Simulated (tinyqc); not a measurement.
# Changing the mass of the ion at fixed atomic number

Model: ion implantation: universal nuclear stopping, Lindhard-Scharff electronic stopping and a Gaussian range profile. Computed by tinyqc, a small Python program. Command: `OMP_NUM_THREADS=1 python tinyqc.py 3009990 3009991 out.jsonl implant sweep`. One thread of a shared host (Intel(R) Xeon(R) Processor @ 2.30GHz), about 0.1 s of CPU time with the checks.

An ion slows by elastic collisions with screened nuclei and by friction with electrons; channelling is ignored and the target is uniform.

Inputs (values chosen for the exercise, modelled on aluminium ions in copper):
```
quantity                               value    unit
ion atomic number Z1                      13       -
target atomic number Z2                   29       -
target mass M2                         63.55       u
target density N                        84.9  1/nm^3
ion energy E                             140     keV
scale factor of electronic stopping k    1.5       -
```

Method:
- Reduced energy eps = 32.53 M2 E/(Z1 Z2 (M1 + M2)(Z1^0.23 + Z2^0.23)), E in keV; s_n = ln(1 + 1.1383 eps)/(2 (eps + 0.01321 eps^0.21226 + 0.19593 eps^0.5)) for eps up to 30 and ln(eps)/(2 eps) above; S_n = 8.462 Z1 Z2 M1 s_n/((M1 + M2)(Z1^0.23 + Z2^0.23)) in 1e-15 eV cm^2.
- S_e = k 3.83 Z1^(7/6) Z2/(Z1^(2/3) + Z2^(2/3))^(3/2) sqrt(E/M1) in 1e-15 eV cm^2, E in keV.
- Path length R = int_0^E dE'/(N (S_n + S_e)); energy lost to nuclei nu = int_0^E S_n/(S_n + S_e) dE' (both with E' = E y^3 and 64 Gauss-Legendre points in y).
- Estimates of Lindhard type: R_p = R/(1 + M2/(3 M1)), straggle dR_p = (2/3) R_p sqrt(M1 M2)/(M1 + M2).

One run for each value:
```
ion mass M1 (u)  projected range R_p (nm)  path length R (nm)  straggle dR_p (nm)  energy lost to nuclei nu (keV)
13.5                               43.609              112.04              11.052                          39.241
17.0                               50.211              112.78              13.659                          47.865
21.4                               56.227              111.88              16.273                          57.071
27.0                               61.340              109.47              18.707                          66.621
34.0                               65.204              105.83              20.714                          75.965
42.9                               67.805              101.29              22.172                          84.903
54.0                               69.191               96.33              22.988                          92.990
```

Over the rows, projected range R_p (nm) rises from 43.6 to 69.2 (exponent d ln y / d ln x 0.61 between the first rows and 0.088 between the last); path length R (nm) goes from 112 through a maximum among these rows, 113 at 17.0, to 96.3; straggle dR_p (nm) rises from 11.1 to 23.0 (exponent d ln y / d ln x 0.92 between the first rows and 0.16 between the last). R_p/R goes from 0.39 to 0.72: a heavier ion is deflected less. The masses are formal and span far more than real isotopes.

Caution (rows 13.5, 17.0, 21.4, 27.0, 34.0): the estimates of R_p and dR_p assume mainly nuclear stopping and an ion not much lighter than the target; here they are rough, and for light ions in heavy targets the straggle can be low by a factor of two or more.

Extremes, crossings and ranges named in words are read from the listed rows.
